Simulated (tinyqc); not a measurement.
Admittance spectroscopy of a deep trap: admittance against temperature.

Schottky contact on an n-type layer with shallow donors Nd (all ionised) and a donor-like deep trap, neutral when filled and positive when empty; depletion approximation. Traps within lam of the depletion edge stay filled. The traps at xt = W - lam, where the level crosses the Fermi level, follow a slow signal and not a fast one. w = 2 pi f.

Emission rate en = sn vth(T) Nc(T) exp(-Et/kB T) = sn g T^2 exp(-Et/kB T), g = vth Nc/(300 K)^2, as vth goes as T^0.5 and Nc as T^1.5 (degeneracy factor 1). lam = sqrt(2 eps0 eps_r (EF - ET)/(q Nd)), EF - ET = Et - (kB T/q) ln(Nc(T)/Nd), Nc(T) = Nc (T/300 K)^1.5. In the steady state at the band bending V, 2 eps0 eps_r V/q = Nd W^2 + Nt (W - lam)^2 (the second term only if W > lam). V = Vbi + Vr. C_HF = eps0 eps_r/W, C_LF = eps0 eps_r (Nd + Nt)/(Nd W + Nt xt). Inflection frequency w0 = 2 en [1 + Nt xt/(Nd W)]; C = C_HF + (C_LF - C_HF)/(1 + (w/w0)^2), G/w = (C_LF - C_HF)(w/w0)/(1 + (w/w0)^2).

Inputs (values chosen for the exercise); material values close to those of silicon: relative permittivity eps_r = 11.9; conduction-band density of states at 300 K Nc = 2.77e19 cm^-3; thermal velocity at 300 K vth = 2.4e7 cm/s; shallow donor density Nd = 6.8e15 cm^-3; built-in voltage Vbi = 0.61 V; depth of the trap below the conduction edge Et = 0.1 eV; capture cross-section sn = 2.3e-15 cm^2; trap density Nt = 6.8e14 cm^-3; reverse bias Vr = 0 V; signal frequency f = 73000 Hz.

Constants: q = 1.602176634e-19 C, kB = 1.380649e-23 J/K, eps0 = 8.8541878128e-14 F/cm where lengths are in cm. Results are converted to the units shown.

Results:

| T (K) | w0/(2 pi) (Hz) | C (nF/cm^2) | G/w (nF/cm^2) |
|---|---|---|---|
| 72 | 2995 | 31.37 | 0.03914 |
| 75 | 6195 | 31.38 | 0.07921 |
| 79 | 1.505e4 | 31.43 | 0.1818 |
| 82 | 2.778e4 | 31.52 | 0.3001 |
| 86 | 5.905e4 | 31.77 | 0.4305 |
| 89 | 9.972e4 | 31.99 | 0.4114 |
| 93 | 1.909e5 | 32.18 | 0.2800 |
| 100 | 5.294e5 | 32.26 | 0.1076 |
| 103 | 7.880e5 | 32.26 | 0.07124 |
| 107 | 1.297e6 | 32.26 | 0.04198 |

Estimate the missing row, T = 96 K.

Computed row:

| T (K) | w0/(2 pi) (Hz) | C (nF/cm^2) | G/w (nF/cm^2) |
|---|---|---|---|
| 96 | 3.006e5 | 32.24 | 0.1882 |

With this row back in the table: G/w goes from 0.0391 through a maximum of 0.431 (at T = 86 K among the rows listed) to 0.0420 nF/cm^2, where w0 passes the signal: w0/(2 pi) rises from 2990 to 1.30e6 Hz. C rises from 31.4 to 32.3 nF/cm^2. In every row T is below 110 K, where shallow donors begin to freeze out; the model keeps them ionised.

Program tinyqc, `OMP_NUM_THREADS=1 python tinyqc.py 2050012 2050013 out.jsonl`; Intel Xeon 2.30GHz, shared host, one thread, about 0.01 s.
